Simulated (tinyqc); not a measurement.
Stepped quantum well by finite differences: one step. Lowest levels on the coarse grid. Two cases, with inputs chosen for the exercise.

Task: Diagonalise the symmetric tridiagonal matrix; give the three lowest levels and the weights u_i^2 (sum 1) of the two lowest.

Give: levels; weights on the points.

Case 1.

diagonal H_ii (eV): 0.354063  0.362113  0.370163  0.391629  0.181111  0.197943  0.310266  0.309823  0.317873  0.318515  0.440860  0.442613  0.450663  0.458713

H_(i,i+1) (eV): -0.077694  -0.077694  -0.077694  -0.091110  -0.110126  -0.099892  -0.091399  -0.091399  -0.091399  -0.083991  -0.077694  -0.077694  -0.077694

Result:

levels (eV): 0.0449  0.1596  0.2112

weights on the points:
```
             1      2      3      4      5      6      7      8      9     10     11     12
level 1  0.000  0.000  0.002  0.033  0.430  0.436  0.083  0.013  0.002  0.000  0.000  0.000
level 2  0.000  0.001  0.004  0.021  0.100  0.003  0.138  0.301  0.280  0.135  0.014  0.001

            13     14
level 1  0.000  0.000
level 2  0.000  0.000
```

Case 2.

diagonal H_ii (eV): 0.497287  0.499687  0.502087  0.508431  0.333916  0.338116  0.439900  0.440024  0.440671  0.520603  0.521287  0.523687  0.526087

H_(i,i+1) (eV): -0.163343  -0.163343  -0.163343  -0.167288  -0.171428  -0.169088  -0.166812  -0.166812  -0.165059  -0.163343  -0.163343  -0.163343

Result:

levels (eV): 0.0718  0.1719  0.2318

weights on the points:
```
             1      2      3      4      5      6      7      8      9     10     11     12
level 1  0.000  0.003  0.014  0.068  0.319  0.370  0.149  0.055  0.017  0.003  0.001  0.000
level 2  0.004  0.015  0.034  0.062  0.103  0.004  0.071  0.239  0.271  0.125  0.052  0.018

            13
level 1  0.000
level 2  0.004
```

Computed by tinyqc, one run a case: `OMP_NUM_THREADS=1 python tinyqc.py N N+1 out.jsonl` with N = 1281480, 1282591; one thread of a shared Intel(R) Xeon(R) Processor @ 2.30GHz, about 0.02 s a run at most.
